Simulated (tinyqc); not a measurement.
Changing the generation rate G: carrier lifetime from Shockley-Read-Hall, radiative, Auger and surface recombination. Computed by tinyqc, a small Python program. Command: `OMP_NUM_THREADS=1 python tinyqc.py 3005677 3005678 out.jsonl lifetime sweep`. One thread of a shared host (Intel(R) Xeon(R) Processor @ 2.30GHz), about 0.02 s of CPU time with the checks.

Energies are counted from the top of the valence band. Boltzmann statistics, full ionisation, and equal excess densities of electrons and holes.

Inputs (values chosen for the exercise, with bands modelled on CdS): gap E_g = 2.5 eV; electron mass m_e = 0.199 m_0; valleys M_c = 1; hole mass m_h = 0.801 m_0; temperature T = 250 K; doping N = 2.9e+15 cm^-3; trap level E_t = 0.544 eV; trap density N_t = 2.8e+11 cm^-3; electron cross-section sigma_n = 3e-16 cm^2; hole cross-section sigma_p = 2.3e-17 cm^2; radiative coefficient B = 1.7e-10 cm^3/s; Auger coefficient C_n = 2e-31 cm^6/s; Auger coefficient C_p = 2.2e-31 cm^6/s; diffusion coefficient D = 55 cm^2/s; surface velocity S = 50000 cm/s; thickness W = 100 micrometre.

Doping: n-type. Surface term: two equal surfaces.

Constants: m_0 = 9.1093837015e-31 kg; k_B = 1.380649e-23 J/K; h = 6.62607015e-34 J s; k_B = 8.617333262e-05 eV/K.

Method:
- N_c = 2 M_c (2 pi m_e k_B T/h^2)^(3/2) and N_v = 2 (2 pi m_h k_B T/h^2)^(3/2), masses in units of m_0.
- n_i = sqrt(N_c N_v) exp(-E_g/2 k_B T); majority density N/2 + sqrt(N^2/4 + n_i^2), minority density n_i^2 over it.
- v = sqrt(3 k_B T/m) with m_e or m_h; tau_n0 = 1/(sigma_n v_n N_t), tau_p0 = 1/(sigma_p v_p N_t); n1 = N_c exp(-(E_g - E_t)/k_B T), p1 = N_v exp(-E_t/k_B T).
- The slowest diffusion mode has x tan x = S W/(2 D) with 0 < x < pi/2 (bisection), and tau_s = W^2/(4 x^2 D). The common approximation is W/(2 S) + W^2/(pi^2 D).
- With n = n_0 + dn, p = p_0 + dn and U/dn = 1/tau: (n p - n_i^2)/dn = n_0 + p_0 + dn = s; 1/tau_SRH = s/[tau_p0 (n + n1) + tau_n0 (p + p1)]; 1/tau_rad = B s; 1/tau_Aug = (C_n n + C_p p) s; the rates add, with 1/tau_s.
- dn solves dn/tau_eff(dn) = G (60 bisections in ln dn between 1e-2 and 1e22 cm^-3); the splitting of the quasi-Fermi levels is k_B T ln(n p/n_i^2).

One run for each value; columns: (1) generation rate G (cm^-3 s^-1); (2) steady excess density (cm^-3); (3) lifetime in the steady state (s); (4) quasi-Fermi splitting under G (eV):
```
(1)              (2)         (3)     (4)
1.00e+16  2.3956e+09  2.3956e-07  1.8788
1.00e+17  2.3956e+10  2.3956e-07  1.9284
2.00e+18  4.7912e+11  2.3956e-07  1.9929
2.00e+19  4.7903e+12  2.3952e-07  2.0425
3.00e+20  7.1660e+13  2.3887e-07  2.1013
4.00e+21  9.2352e+14  2.3088e-07  2.1618
5.00e+22  8.8141e+15  1.7628e-07  2.2345
6.00e+23  4.8384e+16  8.0641e-08  2.3030
8.00e+24  2.0495e+17  2.5619e-08  2.3643
1.00e+26  7.5409e+17  7.5409e-09  2.4202
```

What does the table show, and why?

Over the rows, steady excess density (cm^-3) rises from 2.40e9 to 7.54e17 (exponent d ln y / d ln x 1.00 between the first rows and 0.52 between the last); lifetime in the steady state (s) falls from 2.40e-7 to 7.54e-9; quasi-Fermi splitting under G (eV) rises from 1.88 to 2.42 (exponent d ln y / d ln x 0.011 between the first rows and 0.0093 between the last). At the low end the exponent of steady excess density is 1.00, close to 1: the lifetime is constant. At the high end the exponent of steady excess density is 0.52, close to 0.50: the exponent of a rate that goes as dn^2, such as radiative recombination at high injection. The local ideality factor, d(splitting)/d(k_B T ln G), goes from 1.00 to 1.03; once dn is well above the equilibrium minority density it is 1 at low injection with a constant lifetime or for radiative recombination, 2 for first-order recombination at high injection and 2/3 for Auger recombination at high injection.

Extremes, crossings and ranges named in words are read from the listed rows.
